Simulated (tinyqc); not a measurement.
Inside a calculation. Method: lattice vibrations of a chain. One step of it, computed by the program tinyqc.

Problem. Dynamical matrix at q = 0.11. q is in units of 2 pi/a. A spring k from atom i to atom j, n cells on, adds k to Phi_ii and Phi_jj, -k exp(2 pi i q n) to Phi_ij and the conjugate to Phi_ji (for one atom a cell: 2k (1 - cos 2 pi q n)); D_ij = Phi_ij / sqrt(m_i m_j).

A chain moving along its axis:
```
atom    mass (u)  spring to the next atom (eV/angstrom^2)
1     114.800000                                 8.700000
2      59.300000                                29.600000
3       9.300000                                26.500000
```

Give: D(q).

Solution.

D(q) (eV/(angstrom^2 u)):
$$\begin{pmatrix}
0.307 & -0.105 & -0.625+0.517i \\
-0.105 & 0.646 & -1.260 \\
-0.625-0.517i & -1.260 & 6.032
\end{pmatrix}$$
